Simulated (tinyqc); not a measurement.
Fermi level and growth conditions: formation energy of a charged point defect from supercell energies. Computed by tinyqc, a small Python program. Command: `OMP_NUM_THREADS=1 python tinyqc.py 3020689 3020690 out.jsonl formation walk`. One thread of a shared host (Intel(R) Xeon(R) Processor @ 2.30GHz), about 0.01 s of CPU time with the checks.

The host is a compound AB. Making the defect adds n_A = 1, n_B = 0 atoms to the cell. All total energies are inputs. E_F is counted from the valence-band maximum (VBM); x = 0 is A-rich and x = 1 B-rich growth.

Inputs (values chosen for the exercise, with gap and screening modelled on GaAs):
```
quantity,value,unit
gap E_g,1.41,eV
E_VBM of the host cell,4.419,eV
potential alignment dV,-0.093,eV
dielectric constant eps,12.6,-
cell length L,13,angstrom
mu_A of the pure element,-5.082,eV
formation enthalpy dH of AB,-0.871,eV
growth condition x,0.67,-
```

Defect: A interstitial. Supercell lattice: bcc.

charge states q: [3, 2, 1, 0]

E(defect, q) - E(host), in the order of q (eV): [-18.411, -13.244, -7.278, -2.427]

Constants: e^2/(4 pi eps_0) = 14.39964548 eV angstrom.

Method:
- dmu_A = x dH and dmu_B = (1 - x) dH, so that dmu_A + dmu_B = dH; mu = mu(element) + dmu.
- The reservoir term is sum n_i mu_i.
- Image-charge correction of a point charge in a neutralising background: E_corr = q^2 alpha e^2/(4 pi eps_0) / (2 eps L), alpha = 2.888462 for a bcc array with L the cube root of the volume.
- E_f(q, E_F) = [E(defect, q) - E(host)] - sum n_i mu_i + q (E_VBM + dV + E_F) + E_corr(q).
- Each entry is the lowest E_f over q.

E_f(q, 0) (eV): (q=+3) 1.37523, (q=+2) 1.58142, (q=+1) 2.84053, (q=0) 3.23857

sum n_i mu_i = -5.66557 eV

Lowest formation energy (eV):
```
E_F (eV),stable q,"A-rich, x = 0",x = 0.5,"B-rich, x = 1"
0.000,+3,0.7917,1.2272,1.6627
0.176,+3,1.3197,1.7552,2.1907
0.352,+2,1.7018,2.1373,2.5728
0.529,+2,2.0558,2.4913,2.9268
0.705,+2,2.4078,2.8433,3.2788
0.881,0,2.6550,3.0905,3.5260
1.057,0,2.6550,3.0905,3.5260
1.234,0,2.6550,3.0905,3.5260
1.410,0,2.6550,3.0905,3.5260
```

Going from A-rich to B-rich growth shifts every line by +0.871 eV and moves no transition level. The slope of the envelope is the stable charge, so E_f is highest in the rows from E_F = 0.881 to 1.41 eV, where the neutral state is stable: the defect forms most easily in p-type material. Caution: the largest image-charge correction in these energies, q^2 alpha e^2/(8 pi eps_0 eps L) with alpha = 2.888462, exceeds a quarter of the gap; the point-charge term alone is then a rough estimate, usually too large for a charge that is spread out.

Extremes, crossings and ranges named in words are read from the listed rows.
